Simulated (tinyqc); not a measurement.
Telling the models apart: thermal, flicker and telegraph noise of a field-effect transistor. Computed by tinyqc, a small Python program. Command: `OMP_NUM_THREADS=1 python tinyqc.py 3024131 3024132 out.jsonl noise walk`. One thread of a shared host (Intel(R) Xeon(R) Processor @ 2.30GHz), about 0.01 s of CPU time with the checks.

Strong inversion, threshold roll-off and channel-length modulation left out; noise sources are uncorrelated and are given as one-sided spectral densities.

Inputs (values chosen for the exercise, modelled on a silicon n-channel):
```
quantity                        value         unit
width W                           140   micrometre
length L                         2000           nm
electrical oxide thickness t      4.1           nm
mobility mu                       440   cm^2/(V s)
saturation velocity v_s           0.8     1e7 cm/s
oxide trap density N_t        9.8e+16  1/(eV cm^3)
oxide barrier phi                 2.3           eV
oxide mass m_ox                  0.32          m_0
frequency f                       100           Hz
temperature T                     400            K
```

Operating region: saturation. Flicker model: number fluctuation.

Constants: eps_0 = 8.8541878128e-12 F/m; hbar = 1.054571817e-34 J s; m_0 = 9.1093837015e-31 kg; e = 1.602176634e-19 C; k_B = 8.617333262e-05 eV/K.

Method. C_ox = 3.9 eps_0/t; V_c = 2 v_s L/mu; I = W C_ox v_s V_ov^2/(V_ov + V_c); g_m = W C_ox v_s V_ov (V_ov + 2 V_c)/(V_ov + V_c)^2; g_d0 = mu C_ox (W/L) V_ov. Tunnelling length lambda = hbar/(2 sqrt(2 m_ox phi)); flat-band noise S_Vfb = e^2 k_B T lambda N_t/(W L C_ox^2 f). S_I = g_m^2 S_Vfb.

Against the overdrive:
```
V_ov (V)  I (microampere)  (g_m/I)^2 (1/V^2)  S_I/I^2 (1/Hz)  S_I/g_m^2 (V^2/Hz)
0.20                  505             97.342      4.8345e-13          4.9666e-15
0.25                  784             61.891      3.0738e-13          4.9666e-15
0.32                 1272             37.434      1.8592e-13          4.9666e-15
0.40                 1967             23.714      1.1778e-13          4.9666e-15
0.50                 3034             14.987      7.4435e-14          4.9666e-15
0.63                 4738              9.291      4.6143e-14          4.9666e-15
0.80                 7478              5.646      2.8041e-14          4.9666e-15
1.00                11402              3.531      1.7537e-14          4.9666e-15
```

What does the comparison show, and why?

S_I/I^2 falls as V_ov^-2.03 at first and V_ov^-2.10 at the end; (g_m/I)^2 as V_ov^-2.03 and V_ov^-2.10. The two run parallel and the input-referred noise is flat: the mark of pure number fluctuation.
